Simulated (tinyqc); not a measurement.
The integration grid: Kohn-Sham M06L on finer and finer grids in the sto-3g basis, for H6, spin multiplicity 1. Computed by the program tinyqc with PySCF. 

Geometry (angstrom):

| atom | x | y | z |
|---|---|---|---|
| H | 0.0000 | 0.0000 | 0.0000 |
| H | 0.0000 | 0.0000 | 0.9630 |
| H | 0.0000 | 0.0000 | 2.0660 |
| H | 0.0000 | 0.0000 | 3.0290 |
| H | 0.0000 | 0.0000 | 4.1330 |
| H | 0.0000 | 0.0000 | 5.0960 |

Self-consistent on each grid; the net force on the molecule should vanish.

Kohn-Sham energy on Becke grids (radial x angular points per atom):

| grid | points | residual of the electron count | E (hartree) | E - finest (mhartree) | largest net force without grid terms (hartree/bohr) |
|---|---|---|---|---|---|
| 10 x 14 | 810 | 4.95e-02 | -3.38123 | -17.11693 | 5.75e-06 |
| 15 x 26 | 2290 | 8.01e-04 | -3.37096 | -6.84462 | 1.51e-05 |
| 20 x 50 | 5934 | 7.40e-04 | -3.36491 | -0.79631 | 5.32e-06 |
| 30 x 86 | 15374 | 1.50e-04 | -3.36463 | -0.52118 | 4.31e-06 |
| 50 x 194 | 58028 | -1.70e-07 | -3.36411 | -0.00064 | 3.86e-07 |
| 75 x 302 | 135638 | 3.48e-09 | -3.36411 | -0.00154 | 3.35e-10 |
| 120 x 590 | 423702 | -6.18e-12 | -3.36411 | 0.00000 | 6.84e-11 |

The energy is within 0.1 mhartree of the finest grid first at 50 x 194. The error has one sign here, though quadrature is not variational. The electron count and the net force are cheap signs of a poor grid.
